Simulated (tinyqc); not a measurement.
Thermionic emission over a Gaussian spread of barriers: one step of the calculation.

Metal on an n-type semiconductor with one parabolic valley; V > 0 is forward bias (metal positive). Patches of barrier height b are spread as a Gaussian with mean phi - r2 V and variance sg^2 + r3 V; each carries A* T^2 exp(-b/Vt) [exp(V/Vt) - 1].

Problem. Apparent barrier, ideality and current. A* = 4 pi q me m0 kB^2/h^3 (times 1e-4 for A/(cm^2 K^2)). The mean of exp(-b/Vt) gives the apparent barrier phi_ap(V) = phi - r2 V - (sg^2 + r3 V)/(2 Vt), J = A* T^2 exp(-phi_ap/Vt) [exp(V/Vt) - 1], and 1/n = 1 + r2 + r3/(2 Vt).

Values chosen for this exercise; band and dielectric values close to those of cadmium telluride:
```
symbol,value,unit,meaning
T,400,K,temperature
me,0.101,m0,electron mass
phi,1.2,eV,barrier height seen from the metal
sg,0.04,eV,standard deviation of the barrier heights
r2,-0.048,,"shift of the mean barrier per volt, with its sign reversed (rho2)"
r3,-0.0023,V,change of sg^2 per volt (rho3)
V,0.26,V,bias
```

Constants: q = 1.602176634e-19 C, kB = 1.380649e-23 J/K, h = 6.62607015e-34 J s, m0 = 9.1093837015e-31 kg, Vt = kB T/q. Results are converted to the units shown.

Wanted: A*; phi_ap(0); phi_ap(V); n; J.

Solution.

A* = 12.137 A/(cm^2 K^2)
phi_ap(0) = 1.1768 eV
phi_ap(V) = 1.1979 eV
n = 1.0886
J = 2.9541e-6 A/cm^2

Numbers from tinyqc (`OMP_NUM_THREADS=1 python tinyqc.py 2640006 2640007 out.jsonl`; about 0.01 s on one thread of a shared Intel Xeon 2.30GHz).
